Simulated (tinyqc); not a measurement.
Contact resistivity and sheet resistance from two contact lengths.

Problem. Rc = [sqrt(rc Rsh)/Wc] coth(Lc/(2 LT)), LT = sqrt(rc/Rsh), Wc = 25 nm; the second contact is twice as long as the first. Find LT, rc and Rsh.

Rc for Lc = 22 and 44 nm (ohm): 207.175456  124.053473

Solution. With t = tanh(Lc/(2 LT)) for the shorter contact, the resistance of the longer over that of the shorter is (1 + t^2)/2. Then sqrt(rc Rsh) = Rc t Wc, and rc and Rsh follow by multiplying and dividing by LT.

LT = 23.02 nm
rc = 5.300e-10 ohm cm^2
Rsh = 100.0 ohm

Numbers from tinyqc (`OMP_NUM_THREADS=1 python tinyqc.py 2170161 2170162 out.jsonl`; about 0.09 s on one thread of a shared Intel Xeon 2.30GHz).
